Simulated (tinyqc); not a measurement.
Inside a calculation. Method: UHF in the 3-21g basis, for H2-, spin multiplicity 2. The basis has no diffuse functions, so it cannot describe the extra electron: this is an exercise in the method, not the real anion. Computed by tinyqc, a small Python program that keeps every step (integrals from PySCF). Settings: charge = -1, multiplicity = 2, basis = 3-21g, energy threshold = 1e-08, iteration cap = 60, orthogonalisation = symmetric, start = core, DIIS depth = 0, shift = 1.0, method = UHF. Command: `OMP_NUM_THREADS=1 python tinyqc.py 25829 25830 out.jsonl` (the two numbers bound the seeds that draw the settings). One thread of a shared host (Intel(R) Xeon(R) Processor @ 2.60GHz), about 0.07 s of CPU time with the checks. Later iterations appear only in the table of the cycle.

## One-electron integrals

Geometry (angstrom):
```
atom       x       y       z
H     0.0000  0.0000  0.0000
H     0.0000  0.0000  0.9690
```

Basis 3-21g: exponents (1/bohr^2) and contraction coefficients of normalised primitives:
```
element  l (shell)  exponent  coefficient
H            s (1)    5.4472       0.1563
H            s (1)    0.8245       0.9047
H            s (2)    0.1832       1.0000
```

Overlap, kinetic and nuclear-attraction integrals over the contracted functions; the nuclear repulsion is the sum of Za Zb / Rab.

nuclear repulsion = 0.546107 hartree

overlap S, order 1H 1s, 1H 2s, 2H 1s, 2H 2s:
```
[[1.0000, 0.6459, 0.2197, 0.3890],
 [0.6459, 1.0000, 0.3890, 0.7356],
 [0.2197, 0.3890, 1.0000, 0.6459],
 [0.3890, 0.7356, 0.6459, 1.0000]]
```

kinetic energy T (hartree), order 1H 1s, 1H 2s, 2H 1s, 2H 2s:
```
[[1.5494, 0.2932, 0.0014, 0.1167],
 [0.2932, 0.2748, 0.1167, 0.1607],
 [0.0014, 0.1167, 1.5494, 0.2932],
 [0.1167, 0.1607, 0.2932, 0.2748]]
```

nuclear attraction V (hartree), order 1H 1s, 1H 2s, 2H 1s, 2H 2s:
```
[[-2.2666, -1.1323, -0.4503, -0.7028],
 [-1.1323, -1.1652, -0.7028, -0.9107],
 [-0.4503, -0.7028, -2.2666, -1.1323],
 [-0.7028, -0.9107, -1.1323, -1.1652]]
```

core Hamiltonian H = T + V (hartree), order 1H 1s, 1H 2s, 2H 1s, 2H 2s:
```
[[-0.7172, -0.8391, -0.4488, -0.5861],
 [-0.8391, -0.8904, -0.5861, -0.7500],
 [-0.4488, -0.5861, -0.7172, -0.8391],
 [-0.5861, -0.7500, -0.8391, -0.8904]]
```

## Two-electron integrals

Functions are numbered as in S; the eight-fold symmetry (ij|kl) = (ji|kl) = (kl|ij) leaves the list below.

Two-electron integrals (ij|kl) in chemists' order, unique and non-zero (hartree):
```
(11|11) 1.1401   (21|11) 0.6114   (21|21) 0.3452   (22|11) 0.6264
(22|21) 0.3803   (22|22) 0.4830   (31|11) 0.1890   (31|21) 0.1095
(31|22) 0.1254   (31|31) 0.0498   (32|11) 0.2366   (32|21) 0.1458
(32|22) 0.1890   (32|31) 0.0721   (32|32) 0.1245   (33|11) 0.5388
(33|21) 0.3406   (33|22) 0.4637   (33|31) 0.1890   (33|32) 0.3590
(33|33) 1.1401   (41|11) 0.3590   (41|21) 0.2038   (41|22) 0.2268
(41|31) 0.0721   (41|32) 0.0984   (41|33) 0.2366   (41|41) 0.1245
(42|11) 0.4239   (42|21) 0.2598   (42|22) 0.3379   (42|31) 0.1000
(42|32) 0.1630   (42|33) 0.4239   (42|41) 0.1630   (42|42) 0.2613
(43|11) 0.3406   (43|21) 0.2139   (43|22) 0.2903   (43|31) 0.1095
(43|32) 0.2038   (43|33) 0.6114   (43|41) 0.1458   (43|42) 0.2598
(43|43) 0.3452   (44|11) 0.4637   (44|21) 0.2903   (44|22) 0.3999
(44|31) 0.1254   (44|32) 0.2268   (44|33) 0.6264   (44|41) 0.1890
(44|42) 0.3379   (44|43) 0.3803   (44|44) 0.4830
```

## Orthogonalisation

S = U s U^T; symmetric (Loewdin) form X = U s^(-1/2) U^T, so that X^T S X = 1.

eigenvalues of S: [0.1583, 0.4111, 0.8865, 2.5442]

X, order 1H 1s, 1H 2s, 2H 1s, 2H 2s:
```
[[1.2399, -0.4823, -0.0337, 0.0297],
 [-0.4823, 1.6411, 0.0297, -0.6606],
 [-0.0337, 0.0297, 1.2399, -0.4823],
 [0.0297, -0.6606, -0.4823, 1.6411]]
```

## Starting guess

The start is the orbitals of the core Hamiltonian; D(s) = C_occ C_occ^T for each spin.

D(alpha) at the start, order 1H 1s, 1H 2s, 2H 1s, 2H 2s:
```
[[0.2421, 0.4279, 0.0049, -0.2271],
 [0.4279, 0.9861, -0.2271, -0.8229],
 [0.0049, -0.2271, 0.2421, 0.4279],
 [-0.2271, -0.8229, 0.4279, 0.9861]]
```

D(beta) at the start, order 1H 1s, 1H 2s, 2H 1s, 2H 2s:
```
[[0.1235, 0.1004, 0.1235, 0.1004],
 [0.1004, 0.0816, 0.1004, 0.0816],
 [0.1235, 0.1004, 0.1235, 0.1004],
 [0.1004, 0.0816, 0.1004, 0.0816]]
```

## Iteration 1: building the Fock matrix

J_ij = sum D_kl (ij|kl) with D = D(alpha) + D(beta), K_ij = sum D_kl (ik|jl) for each spin; F = H + J - K(s); E = tr D H + tr D J / 2 - 0.5 sum_s tr D(s) K(s) + E_nn.

Coulomb J (hartree), order 1H 1s, 1H 2s, 2H 1s, 2H 2s:
```
[[2.0526, 1.2091, 0.4654, 0.7514],
 [1.2091, 1.4756, 0.7514, 1.1360],
 [0.4654, 0.7514, 2.0526, 1.2091],
 [0.7514, 1.1360, 1.2091, 1.4756]]
```

exchange K(alpha) (hartree), order 1H 1s, 1H 2s, 2H 1s, 2H 2s:
```
[[0.7896, 0.5989, 0.2337, 0.3647],
 [0.5989, 0.5541, 0.3647, 0.4329],
 [0.2337, 0.3647, 0.7896, 0.5989],
 [0.3647, 0.4329, 0.5989, 0.5541]]
```

exchange K(beta) (hartree), order 1H 1s, 1H 2s, 2H 1s, 2H 2s:
```
[[0.4965, 0.4188, 0.3210, 0.3632],
 [0.4188, 0.4091, 0.3632, 0.3867],
 [0.3210, 0.3632, 0.4965, 0.4188],
 [0.3632, 0.3867, 0.4188, 0.4091]]
```

F(alpha) (hartree), order 1H 1s, 1H 2s, 2H 1s, 2H 2s:
```
[[0.5457, -0.2290, -0.2171, -0.1994],
 [-0.2290, 0.0311, -0.1994, -0.0469],
 [-0.2171, -0.1994, 0.5457, -0.2290],
 [-0.1994, -0.0469, -0.2290, 0.0311]]
```

F(beta) (hartree), order 1H 1s, 1H 2s, 2H 1s, 2H 2s:
```
[[0.8389, -0.0489, -0.3044, -0.1979],
 [-0.0489, 0.1761, -0.1979, -0.0007],
 [-0.3044, -0.1979, 0.8389, -0.0489],
 [-0.1979, -0.0007, -0.0489, 0.1761]]
```

total energy of this density = -0.780728 hartree

## Iteration 1: diagonalisation and new density

A level shift of 1 hartree raises the virtual space: F + shift (S - S D(s) S), with D(s) the density of one spin. Diagonalise F' = X^T F X, C = X C', fill 2 alpha and 1 beta electrons from the bottom; D(s) = C_occ C_occ^T. Each column has its largest component positive (the first on a tie).

F' = X^T F X (alpha) (hartree):
```
[[1.6547, -1.2239, -0.1820, -0.0418],
 [-1.2239, 1.0221, -0.0418, -0.1203],
 [-0.1820, -0.0418, 1.6547, -1.2239],
 [-0.0418, -0.1203, -1.2239, 1.0221]]
```

orbital energies (alpha) (hartree): [-0.1102, 0.2576, 2.4848, 2.7216]

coefficients C (alpha), order 1H 1s, 1H 2s, 2H 1s, 2H 2s:
```
[[0.2827, 0.2499, 0.8660, -0.9379],
 [0.3417, 1.0860, -0.6829, 1.2651],
 [0.2827, -0.2499, 0.8660, 0.9379],
 [0.3417, -1.0860, -0.6829, -1.2651]]
```

F' = X^T F X (beta) (hartree):
```
[[2.1598, -0.8445, -0.5465, -0.3666],
 [-0.8445, 1.4259, -0.3666, -0.4592],
 [-0.5465, -0.3666, 2.1598, -0.8445],
 [-0.3666, -0.4592, -0.8445, 1.4259]]
```

orbital energies (beta) (hartree): [0.0365, 1.6656, 2.5435, 2.9258]

coefficients C (beta), order 1H 1s, 1H 2s, 2H 1s, 2H 2s:
```
[[0.2657, 0.0468, 0.8713, -0.9695],
 [0.3549, 1.3280, -0.6761, 1.0081],
 [0.2657, -0.0468, 0.8713, 0.9695],
 [0.3549, -1.3280, -0.6761, -1.0081]]
```

D(alpha) after iteration 1, order 1H 1s, 1H 2s, 2H 1s, 2H 2s:
```
[[0.1423, 0.3679, 0.0175, -0.1748],
 [0.3679, 1.2961, -0.1748, -1.0626],
 [0.0175, -0.1748, 0.1423, 0.3679],
 [-0.1748, -1.0626, 0.3679, 1.2961]]
```

D(beta) after iteration 1, order 1H 1s, 1H 2s, 2H 1s, 2H 2s:
```
[[0.0706, 0.0943, 0.0706, 0.0943],
 [0.0943, 0.1260, 0.0943, 0.1260],
 [0.0706, 0.0943, 0.0706, 0.0943],
 [0.0943, 0.1260, 0.0943, 0.1260]]
```

## Iteration 2: building the Fock matrix

As before.

Coulomb J (hartree), order 1H 1s, 1H 2s, 2H 1s, 2H 2s:
```
[[1.9313, 1.1497, 0.4380, 0.7129],
 [1.1497, 1.4300, 0.7129, 1.0975],
 [0.4380, 0.7129, 1.9313, 1.1497],
 [0.7129, 1.0975, 1.1497, 1.4300]]
```

exchange K(alpha) (hartree), order 1H 1s, 1H 2s, 2H 1s, 2H 2s:
```
[[0.6907, 0.5638, 0.2207, 0.3470],
 [0.5638, 0.5615, 0.3470, 0.4363],
 [0.2207, 0.3470, 0.6907, 0.5638],
 [0.3470, 0.4363, 0.5638, 0.5615]]
```

exchange K(beta) (hartree), order 1H 1s, 1H 2s, 2H 1s, 2H 2s:
```
[[0.4386, 0.3976, 0.2875, 0.3457],
 [0.3976, 0.4198, 0.3457, 0.3966],
 [0.2875, 0.3457, 0.4386, 0.3976],
 [0.3457, 0.3966, 0.3976, 0.4198]]
```

F(alpha) (hartree), order 1H 1s, 1H 2s, 2H 1s, 2H 2s:
```
[[0.5233, -0.2532, -0.2316, -0.2202],
 [-0.2532, -0.0219, -0.2202, -0.0888],
 [-0.2316, -0.2202, 0.5233, -0.2532],
 [-0.2202, -0.0888, -0.2532, -0.0219]]
```

F(beta) (hartree), order 1H 1s, 1H 2s, 2H 1s, 2H 2s:
```
[[0.7755, -0.0870, -0.2984, -0.2190],
 [-0.0870, 0.1197, -0.2190, -0.0490],
 [-0.2984, -0.2190, 0.7755, -0.0870],
 [-0.2190, -0.0490, -0.0870, 0.1197]]
```

total energy of this density = -0.879608 hartree

## Iteration 2: diagonalisation and new density

As before.

F' = X^T F X (alpha) (hartree):
```
[[1.7273, -1.2054, -0.1986, -0.0493],
 [-1.2054, 0.8761, -0.0493, -0.1127],
 [-0.1986, -0.0493, 1.7273, -1.2054],
 [-0.0493, -0.1127, -1.2054, 0.8761]]
```

orbital energies (alpha) (hartree): [-0.1657, 0.2099, 2.4578, 2.7048]

coefficients C (alpha), order 1H 1s, 1H 2s, 2H 1s, 2H 2s:
```
[[0.2504, 0.2030, 0.8758, -0.9491],
 [0.3668, 1.1475, -0.6698, 1.2096],
 [0.2504, -0.2030, 0.8758, 0.9491],
 [0.3668, -1.1475, -0.6698, -1.2096]]
```

F' = X^T F X (beta) (hartree):
```
[[2.1428, -0.8385, -0.4712, -0.3609],
 [-0.8385, 1.3364, -0.3609, -0.5281],
 [-0.4712, -0.3609, 2.1428, -0.8385],
 [-0.3609, -0.5281, -0.8385, 1.3364]]
```

orbital energies (beta) (hartree): [-0.0348, 1.6322, 2.5147, 2.8463]

coefficients C (beta), order 1H 1s, 1H 2s, 2H 1s, 2H 2s:
```
[[0.2287, 0.0684, 0.8818, -0.9682],
 [0.3832, 1.3052, -0.6605, 1.0375],
 [0.2287, -0.0684, 0.8818, 0.9682],
 [0.3832, -1.3052, -0.6605, -1.0375]]
```

D(alpha) after iteration 2, order 1H 1s, 1H 2s, 2H 1s, 2H 2s:
```
[[0.1039, 0.3247, 0.0215, -0.1410],
 [0.3247, 1.4512, -0.1410, -1.1822],
 [0.0215, -0.1410, 0.1039, 0.3247],
 [-0.1410, -1.1822, 0.3247, 1.4512]]
```

D(beta) after iteration 2, order 1H 1s, 1H 2s, 2H 1s, 2H 2s:
```
[[0.0523, 0.0876, 0.0523, 0.0876],
 [0.0876, 0.1469, 0.0876, 0.1469],
 [0.0523, 0.0876, 0.0523, 0.0876],
 [0.0876, 0.1469, 0.0876, 0.1469]]
```

## Iteration 3: building the Fock matrix

As before.

Coulomb J (hartree), order 1H 1s, 1H 2s, 2H 1s, 2H 2s:
```
[[1.8759, 1.1223, 0.4254, 0.6951],
 [1.1223, 1.4087, 0.6951, 1.0796],
 [0.4254, 0.6951, 1.8759, 1.1223],
 [0.6951, 1.0796, 1.1223, 1.4087]]
```

exchange K(alpha) (hartree), order 1H 1s, 1H 2s, 2H 1s, 2H 2s:
```
[[0.6431, 0.5448, 0.2143, 0.3376],
 [0.5448, 0.5625, 0.3376, 0.4361],
 [0.2143, 0.3376, 0.6431, 0.5448],
 [0.3376, 0.4361, 0.5448, 0.5625]]
```

exchange K(beta) (hartree), order 1H 1s, 1H 2s, 2H 1s, 2H 2s:
```
[[0.4127, 0.3864, 0.2722, 0.3364],
 [0.3864, 0.4222, 0.3364, 0.3987],
 [0.2722, 0.3364, 0.4127, 0.3864],
 [0.3364, 0.3987, 0.3864, 0.4222]]
```

F(alpha) (hartree), order 1H 1s, 1H 2s, 2H 1s, 2H 2s:
```
[[0.5155, -0.2615, -0.2378, -0.2286],
 [-0.2615, -0.0443, -0.2286, -0.1065],
 [-0.2378, -0.2286, 0.5155, -0.2615],
 [-0.2286, -0.1065, -0.2615, -0.0443]]
```

F(beta) (hartree), order 1H 1s, 1H 2s, 2H 1s, 2H 2s:
```
[[0.7459, -0.1031, -0.2957, -0.2273],
 [-0.1031, 0.0961, -0.2273, -0.0691],
 [-0.2957, -0.2273, 0.7459, -0.1031],
 [-0.2273, -0.0691, -0.1031, 0.0961]]
```

total energy of this density = -0.900560 hartree

## Iteration 3: diagonalisation and new density

As before.

F' = X^T F X (alpha) (hartree):
```
[[1.7615, -1.1881, -0.2074, -0.0549],
 [-1.1881, 0.8090, -0.0549, -0.1080],
 [-0.2074, -0.0549, 1.7615, -1.1881],
 [-0.0549, -0.1080, -1.1881, 0.8090]]
```

orbital energies (alpha) (hartree): [-0.1866, 0.1937, 2.4416, 2.6923]

coefficients C (alpha), order 1H 1s, 1H 2s, 2H 1s, 2H 2s:
```
[[0.2352, 0.1794, 0.8800, -0.9539],
 [0.3783, 1.1771, -0.6633, 1.1808],
 [0.2352, -0.1794, 0.8800, 0.9539],
 [0.3783, -1.1771, -0.6633, -1.1808]]
```

F' = X^T F X (beta) (hartree):
```
[[2.1307, -0.8319, -0.4401, -0.3548],
 [-0.8319, 1.2986, -0.3548, -0.5564],
 [-0.4401, -0.3548, 2.1307, -0.8319],
 [-0.3548, -0.5564, -0.8319, 1.2986]]
```

orbital energies (beta) (hartree): [-0.0616, 1.6165, 2.4944, 2.8093]

coefficients C (beta), order 1H 1s, 1H 2s, 2H 1s, 2H 2s:
```
[[0.2133, 0.0789, 0.8856, -0.9674],
 [0.3946, 1.2938, -0.6538, 1.0516],
 [0.2133, -0.0789, 0.8856, 0.9674],
 [0.3946, -1.2938, -0.6538, -1.0516]]
```

D(alpha) after iteration 3, order 1H 1s, 1H 2s, 2H 1s, 2H 2s:
```
[[0.0875, 0.3001, 0.0231, -0.1222],
 [0.3001, 1.5286, -0.1222, -1.2424],
 [0.0231, -0.1222, 0.0875, 0.3001],
 [-0.1222, -1.2424, 0.3001, 1.5286]]
```

D(beta) after iteration 3, order 1H 1s, 1H 2s, 2H 1s, 2H 2s:
```
[[0.0455, 0.0842, 0.0455, 0.0842],
 [0.0842, 0.1557, 0.0842, 0.1557],
 [0.0455, 0.0842, 0.0455, 0.0842],
 [0.0842, 0.1557, 0.0842, 0.1557]]
```

## Iteration 18 (converged): orbitals

converged F(alpha) (hartree), order 1H 1s, 1H 2s, 2H 1s, 2H 2s:
```
[[0.5150, -0.2650, -0.2430, -0.2344],
 [-0.2650, -0.0623, -0.2344, -0.1208],
 [-0.2430, -0.2344, 0.5150, -0.2650],
 [-0.2344, -0.1208, -0.2650, -0.0623]]
```

converged F(beta) (hartree), order 1H 1s, 1H 2s, 2H 1s, 2H 2s:
```
[[0.7144, -0.1193, -0.2969, -0.2364],
 [-0.1193, 0.0766, -0.2364, -0.0854],
 [-0.2969, -0.2364, 0.7144, -0.1193],
 [-0.2364, -0.0854, -0.1193, 0.0766]]
```

Diagonalise F' = X^T F X, C = X C', fill 2 alpha and 1 beta electrons from the bottom; D(s) = C_occ C_occ^T. Each column has its largest component positive (the first on a tie).

F' = X^T F X (alpha) (hartree):
```
[[1.0941, -0.7106, -0.1906, -0.0496],
 [-0.7106, 0.4519, -0.0496, -0.1290],
 [-0.1906, -0.0496, 1.0941, -0.7106],
 [-0.0496, -0.1290, -0.7106, 0.4519]]
```

orbital energies (alpha) (hartree): [-0.2005, 0.1840, 1.4269, 1.6817]

coefficients C (alpha), order 1H 1s, 1H 2s, 2H 1s, 2H 2s:
```
[[0.2201, 0.1533, 0.8839, -0.9584],
 [0.3896, 1.2089, -0.6568, 1.1482],
 [0.2201, -0.1533, 0.8839, 0.9584],
 [0.3896, -1.2089, -0.6568, -1.1482]]
```

F' = X^T F X (beta) (hartree):
```
[[1.2620, -0.5970, -0.2681, -0.1205],
 [-0.5970, 0.6202, -0.1205, -0.2274],
 [-0.2681, -0.1205, 1.2620, -0.5970],
 [-0.1205, -0.2274, -0.5970, 0.6202]]
```

orbital energies (beta) (hartree): [-0.0846, 0.6027, 1.4713, 1.7749]

coefficients C (beta), order 1H 1s, 1H 2s, 2H 1s, 2H 2s:
```
[[0.2060, 0.0896, 0.8873, -0.9664],
 [0.4000, 1.2821, -0.6505, 1.0658],
 [0.2060, -0.0896, 0.8873, 0.9664],
 [0.4000, -1.2821, -0.6505, -1.0658]]
```

D(alpha) after iteration 18, order 1H 1s, 1H 2s, 2H 1s, 2H 2s:
```
[[0.0719, 0.2710, 0.0250, -0.0995],
 [0.2710, 1.6132, -0.0995, -1.3097],
 [0.0250, -0.0995, 0.0719, 0.2710],
 [-0.0995, -1.3097, 0.2710, 1.6132]]
```

D(beta) after iteration 18, order 1H 1s, 1H 2s, 2H 1s, 2H 2s:
```
[[0.0424, 0.0824, 0.0424, 0.0824],
 [0.0824, 0.1600, 0.0824, 0.1600],
 [0.0424, 0.0824, 0.0424, 0.0824],
 [0.0824, 0.1600, 0.0824, 0.1600]]
```

## Convergence

Stop when the energy changes by less than 1e-08 hartree and every element of the error matrix X^T (F D S - S D F) X (for each spin) is below 3e-05.

Course of the cycle:
```
iteration  E (hartree)     change  largest element of the error matrix
1            -0.780728          -                             2.29e-01
2            -0.879608  -9.89e-02                             1.10e-01
3            -0.900560  -2.10e-02                             5.36e-02
4            -0.905102  -4.54e-03                             2.66e-02
5            -0.906132  -1.03e-03                             1.36e-02
6            -0.906381  -2.49e-04                             7.14e-03
7            -0.906447  -6.63e-05                             3.88e-03
8            -0.906467  -1.97e-05                             2.17e-03
9            -0.906474  -6.60e-06                             1.26e-03
10           -0.906476  -2.42e-06                             7.47e-04
11           -0.906477  -9.53e-07                             4.55e-04
12           -0.906477  -3.90e-07                             2.83e-04
13           -0.906478  -1.64e-07                             1.78e-04
14           -0.906478  -6.95e-08                             1.14e-04
15           -0.906478  -2.98e-08                             7.31e-05
16           -0.906478  -1.28e-08                             4.73e-05
17           -0.906478  -5.52e-09                             3.08e-05
18           -0.906478  -2.39e-09                             2.01e-05
```

PySCF UHF in the same basis, after a stability check = -0.906478 hartree

Converged in 18 iterations.

## Populations, bond orders and dipole

Mulliken: Z minus the diagonal of D S on the atom; Loewdin: the same with S^(1/2) D S^(1/2); Mayer order: 2 sum_s sum (D(s) S)_ij (D(s) S)_ji over the two atoms.

Charges (e):
```
atom  Mulliken  Loewdin  Mulliken spin
1H     -0.5000  -0.5000         0.5000
2H     -0.5000  -0.5000         0.5000
```

Mayer bond orders:
```
pair   order
2-1   0.3781
```

dipole moment about the origin, x y z (debye): [0.0000, 0.0000, -2.3272]

<S^2> of the determinant (pure state: 0.75) = 0.7503
